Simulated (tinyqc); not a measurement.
Inside a calculation. Method: UHF in the sto-6g basis, for H4, spin multiplicity 1. One step of it, computed by the program tinyqc.

Task: Iteration 2: building the Fock matrix. J_ij = sum D_kl (ij|kl) with D = D(alpha) + D(beta), K_ij = sum D_kl (ik|jl) for each spin; F = H + J - K(s); E = tr D H + tr D J / 2 - 0.5 sum_s tr D(s) K(s) + E_nn.

D(alpha) after iteration 1:
```
,1H 1s,2H 1s,3H 1s,4H 1s
1H 1s,0.864545,0.146492,-0.219450,-0.134748
2H 1s,0.146492,0.248038,0.261228,0.060884
3H 1s,-0.219450,0.261228,0.454645,0.146121
4H 1s,-0.134748,0.060884,0.146121,0.052399
```

D(beta) after iteration 1:
```
,1H 1s,2H 1s,3H 1s,4H 1s
1H 1s,0.052399,0.146121,0.060884,-0.134748
2H 1s,0.146121,0.454645,0.261228,-0.219450
3H 1s,0.060884,0.261228,0.248038,0.146492
4H 1s,-0.134748,-0.219450,0.146492,0.864545
```

core Hamiltonian H = T + V (hartree):
```
,1H 1s,2H 1s,3H 1s,4H 1s
1H 1s,-1.162167,-0.446069,-0.094475,-0.006013
2H 1s,-0.446069,-1.524117,-0.891215,-0.094475
3H 1s,-0.094475,-0.891215,-1.524117,-0.446069
4H 1s,-0.006013,-0.094475,-0.446069,-1.162167
```

Two-electron integrals (ij|kl) in chemists' order, unique and non-zero (hartree):
```
i,j,k,l,(ij|kl)
1,1,1,1,0.774999
2,1,1,1,0.138272
2,1,2,1,0.037756
2,2,1,1,0.346433
2,2,2,1,0.138272
2,2,2,2,0.774999
3,1,1,1,0.019656
3,1,2,1,0.005984
3,1,2,2,0.026027
3,1,3,1,0.001076
3,2,1,1,0.124128
3,2,2,1,0.048529
3,2,2,2,0.288787
3,2,3,1,0.010720
3,2,3,2,0.139838
3,3,1,1,0.207993
3,3,2,1,0.077373
3,3,2,2,0.463312
3,3,3,1,0.019656
3,3,3,2,0.288787
3,3,3,3,0.774999
4,1,1,1,0.000879
4,1,2,1,0.000283
4,1,2,2,0.001318
4,1,3,1,0.000056
4,1,3,2,0.000617
4,1,3,3,0.001318
4,1,4,1,3.32e-06
4,2,1,1,0.009688
4,2,2,1,0.003509
4,2,2,2,0.019656
4,2,3,1,0.000811
4,2,3,2,0.010720
4,2,3,3,0.026027
4,2,4,1,0.000056
4,2,4,2,0.001076
4,3,1,1,0.041907
4,3,2,1,0.014317
4,3,2,2,0.077373
4,3,3,1,0.003509
4,3,3,2,0.048529
4,3,3,3,0.138272
4,3,4,1,0.000283
4,3,4,2,0.005984
4,3,4,3,0.037756
4,4,1,1,0.130984
4,4,2,1,0.041907
4,4,2,2,0.207993
4,4,3,1,0.009688
4,4,3,2,0.124128
4,4,3,3,0.346433
4,4,4,1,0.000879
4,4,4,2,0.019656
4,4,4,3,0.138272
4,4,4,4,0.774999
```

nuclear repulsion = 1.76005701 hartree

Give: Coulomb J; exchange K(alpha); exchange K(beta); F(alpha); F(beta); total energy of this density.

Result:

Coulomb J (hartree):
```
,1H 1s,2H 1s,3H 1s,4H 1s
1H 1s,1.4457,0.3948,0.0751,0.0044
2H 1s,0.3948,1.7913,0.8293,0.0751
3H 1s,0.0751,0.8293,1.7913,0.3948
4H 1s,0.0044,0.0751,0.3948,1.4457
```

exchange K(alpha) (hartree):
```
,1H 1s,2H 1s,3H 1s,4H 1s
1H 1s,0.7147,0.2051,0.0301,-0.0142
2H 1s,0.2051,0.4632,0.3718,0.0747
3H 1s,0.0301,0.3718,0.5807,0.1542
4H 1s,-0.0142,0.0747,0.1542,0.1036
```

exchange K(beta) (hartree):
```
,1H 1s,2H 1s,3H 1s,4H 1s
1H 1s,0.1036,0.1542,0.0747,-0.0142
2H 1s,0.1542,0.5807,0.3718,0.0301
3H 1s,0.0747,0.3718,0.4632,0.2051
4H 1s,-0.0142,0.0301,0.2051,0.7147
```

F(alpha) (hartree):
```
,1H 1s,2H 1s,3H 1s,4H 1s
1H 1s,-0.4312,-0.2564,-0.0495,0.0126
2H 1s,-0.2564,-0.1960,-0.4337,-0.0941
3H 1s,-0.0495,-0.4337,-0.3135,-0.2055
4H 1s,0.0126,-0.0941,-0.2055,0.1799
```

F(beta) (hartree):
```
,1H 1s,2H 1s,3H 1s,4H 1s
1H 1s,0.1799,-0.2055,-0.0941,0.0126
2H 1s,-0.2055,-0.3135,-0.4337,-0.0495
3H 1s,-0.0941,-0.4337,-0.1960,-0.2564
4H 1s,0.0126,-0.0495,-0.2564,-0.4312
```

total energy of this density = -1.981050 hartree
